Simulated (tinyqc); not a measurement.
Resonant-tunnelling diode, transfer matrices and Tsu-Esaki current: one step of the calculation.

Emitter (band edge 0), barrier d1, well Lw, barrier d2, spacer ds, collector (edge -V). The bias drops linearly over these layers and none in the contacts; each layer is cut into ns equal slices, flat at the value of their centres. E is the energy of motion across the layers, C = hbar^2/(2 m0), psi and psi'/m are continuous. Transport is coherent, T(E) is taken as independent of the transverse momentum, and charge in the well is ignored.

Task. Slices under bias. U = edge of the layer - V x/Lt at the centre x of each slice, Lt the summed thickness.

Inputs (values chosen for the exercise); masses and offsets of a made-up heterostructure:
- mw = 0.047 m0 (mass in the well, spacer and contacts)
- U1 = 0.22 eV (barrier height)
- m1 = 0.11 m0 (barrier mass)
- d1 = 2.4 nm (emitter barrier)
- Lw = 6.2 nm (well width)
- d2 = 2.4 nm (collector barrier)
- ns = 4 (slices in each layer)
- ds = 3.8 nm (undoped spacer after the collector barrier)
- V = 0.047 V (bias of the collector)

Wanted: U; m; width.

Result.

```
slice   U (eV)  m (m0)  width (nm)
0       0.2190    0.11      0.6000
1       0.2171    0.11      0.6000
2       0.2152    0.11      0.6000
3       0.2133    0.11      0.6000
4      -0.0101   0.047       1.550
5      -0.0150   0.047       1.550
6      -0.0199   0.047       1.550
7      -0.0248   0.047       1.550
8       0.1917    0.11      0.6000
9       0.1898    0.11      0.6000
10      0.1879    0.11      0.6000
11      0.1860    0.11      0.6000
12     -0.0364   0.047      0.9500
13     -0.0395   0.047      0.9500
14     -0.0425   0.047      0.9500
15     -0.0455   0.047      0.9500
```

tinyqc, about 0.4 s, one thread, Intel Xeon 2.30GHz (shared host): `OMP_NUM_THREADS=1 python tinyqc.py 2600006 2600007 out.jsonl`
